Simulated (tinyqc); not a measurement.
Hole subbands of a hard-walled well, four-band Luttinger model, step by step. Values are carried at full precision from step to step, so a last printed digit may differ when a step is redone from the rounded ones.

Constants: hbar^2/2m0 = 3.80998211 eV angstrom^2.

Parameters, chosen for this exercise (near those of AlAs; shifted at random, so the results belong to these values and not to a real crystal):
- g1 = 3.73 (Luttinger gamma1)
- g2 = 0.83 (gamma2)
- L = 115 angstrom (well width along [001])
- Zs = 0 eV (shear strain energy)
- g3 = 1.4 (gamma3)
- k = 0.0334 1/angstrom (wave vector in the plane)
- N = 3 (sines for each component)
- kmax = 0.066 1/angstrom (end of the path)

## Levels at k = 0

R and S vanish: HHn = c (g1 - 2 g2)(n pi/L)^2 - Zs and LHn = c (g1 + 2 g2)(n pi/L)^2 + Zs, c = hbar^2/2m0, hole energies counted downwards. Sort HH1 to HH4 and LH1, LH2.

Levels:

| subband | E (eV) |
|---|---|
| HH1 | 0.0059 |
| LH1 | 0.0153 |
| HH2 | 0.0235 |
| HH3 | 0.0530 |
| LH2 | 0.0613 |
| HH4 | 0.0942 |

The top subband is HH1, 9.4 meV from LH1.

## The matrix at one k

Hole energies are counted downwards from the unstrained band edge, c = hbar^2/2m0. After the usual block transformation one block is H = [[P + Q - Zs, R - i S], [R + i S, P - Q + Zs]] in (heavy, light), with P +/- Q = c [(g1 +/- g2) k^2 + (g1 -/+ 2 g2) kz^2], R = sqrt(3) c gR k^2, S = 2 sqrt(3) c g3 k kz, kz = -i d/dz; axial approximation gR = (g2 + g3)/2. Zs = b (e_par - e_perp) is the shear part of the strain (the hydrostatic part shifts all levels alike and is left out). Basis sqrt(2/L) sin(n pi z/L), n = 1 to N, for each component: kz^2 gives (n pi/L)^2 and the heavy-light block is R delta_nm - 2 sqrt(3) c g3 k D_nm with D_nm = 4 n m/(L (n^2 - m^2)) for n + m odd, 0 otherwise. The other block has the same levels. The split-off band is left out.

Fill in the 2N x 2N matrix, in meV.

H(k) (meV), lower triangle:
```
       h1      h2      h3     l1     l2      l3
h1  25.27
h2      0   42.92
h3      0       0   72.35
l1   8.21  -14.31       0  27.65
l2  14.31    8.21  -25.76      0  73.63
l3      0   25.76    8.21      0      0  150.26
```

## Levels and mixing

Diagonalise; give the four lowest hole energies and the weight of the heavy component (the first half of the basis) in each.

levels (meV): 13.03  22.35  47.85  51.19

heavy weight: 0.501  0.729  0.578  0.673

The most mixed of the four is number 1, with 50 % heavy character. Against 60 sines these levels lie 0.1, 0.2, 2.1 and 4.7 meV too high: the small basis lacks the higher sines, which carry the upper levels.

## Dispersion in the plane

N = 20, nine points from 0 to kmax.

Hole energies (meV):

| k (1/angstrom) | E1 | E2 | E3 | E4 | heavy weight of 1 | heavy weight of 2 |
|---|---|---|---|---|---|---|
| 0.0000 | 5.89 | 15.33 | 23.54 | 52.97 | 1.000 | 0.000 |
| 0.0083 | 6.80 | 14.78 | 25.63 | 50.31 | 0.992 | 0.122 |
| 0.0165 | 9.05 | 14.76 | 30.57 | 47.10 | 0.906 | 0.318 |
| 0.0248 | 11.08 | 17.36 | 37.22 | 45.62 | 0.644 | 0.616 |
| 0.0330 | 12.80 | 21.89 | 45.31 | 46.43 | 0.502 | 0.728 |
| 0.0413 | 15.21 | 26.27 | 49.31 | 55.11 | 0.450 | 0.692 |
| 0.0495 | 18.58 | 30.02 | 53.01 | 66.56 | 0.425 | 0.623 |
| 0.0578 | 22.97 | 33.71 | 56.59 | 77.98 | 0.409 | 0.568 |
| 0.0660 | 28.37 | 37.92 | 60.09 | 86.84 | 0.397 | 0.530 |

At small k the hole energy falls in subbands 2 and 4: an electron-like mass, caused by repulsion from a deeper subband. E2 - E1 is smallest, 5.7 meV, at k = 0.0165 of the points listed. The top subband goes from 1.00 to 0.40 in heavy weight.

## Mass of HH1 in the plane

Second order in k: 1/m = g1 + g2 - sum_n 12 c g3^2 D_1n^2/(LHn - HH1) over even n up to 60, with D_1n = 4n/(L (n^2 - 1)) in size, LHn - HH1 = c [(g1 + 2 g2) n^2 - (g1 - 2 g2)](pi/L)^2 + 2 Zs, c = hbar^2/2m0.

LHn - HH1 for n = 2, 4, 6 (meV): 55.4  239.3  545.8
terms for n = 2, 4, 6: 0.8695  0.0322  0.0058
sum of all terms = 0.9109
mass without mixing, 1/(g1 + g2) = 0.2193 m0
1/m with mixing = 3.6491 1/m0

Mixing with the light holes takes m from 0.219 to 0.274 m0.

## Checks

- 1/m of HH1 from the full matrix (N = 60) at small k against second order: both 3.649.
- The 2 x 2 block with gR = g2 (k along [100]) for a plane wave (k, 0, pi/L) against the bulk heavy-hole formula, eV: both 0.00849.
- Lowest level at the given k on a real-space grid of 240 points against 60 sines, eV: both 0.0129.

(tinyqc, `OMP_NUM_THREADS=1 python tinyqc.py 1281722 1281723 out.jsonl`, Intel(R) Xeon(R) Processor @ 2.30GHz, 1 thread, shared host, about 0.1 s.)
